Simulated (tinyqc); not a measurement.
Grain growth, pinning, strength and diffusional creep of a polycrystal or thin film: one step, computed by the program tinyqc. Command: `OMP_NUM_THREADS=1 python tinyqc.py 3020745 3020746 out.jsonl grain walk`. One thread of a shared host (Intel(R) Xeon(R) Processor @ 2.30GHz), about 0.01 s of CPU time with the checks.

One mean grain size d describes the structure.

Problem. Diffusional creep at T_c. Nabarro-Herring rate = 14 sigma Omega D_l/(k_B T d^2), D_l = D0 exp(-Q_l/(k_B T)); Coble rate = 14 pi sigma Omega delta D_b/(k_B T d^3), delta D_b = delta D0b exp(-Q_b/(k_B T)); they are equal at d_x = pi delta D_b/D_l.

Inputs (values chosen for the exercise, for a model solid):
```
quantity                         value        unit
atomic volume Omega              11.81  angstrom^3
anneal temperature T               319           K
lattice diffusion energy Q_l      2.42          eV
boundary diffusion energy Q_b     0.85          eV
lattice prefactor D0           2.9e-05       m^2/s
boundary prefactor delta D0b   1.3e-14       m^3/s
applied stress sigma                24         MPa
service temperature T_c            429           K
```

grain size d = 101.3122 nm

Constants: k_B = 1.380649e-23 J/K; k_B = 8.617333262e-05 eV/K.

Give: Nabarro-Herring rate; Coble rate; crossover size d_x; time to 1 % strain.

Solution.

Nabarro-Herring rate = 7.041e-20 1/s

Coble rate = 0.002720 1/s

crossover size d_x = 3.914e+15 micrometre

time to 1 % strain = 3.676 s

Boundary diffusion carries the creep, by a factor 3.9e16. Caution: T_c is above the anneal temperature, so the grains would go on growing in service.
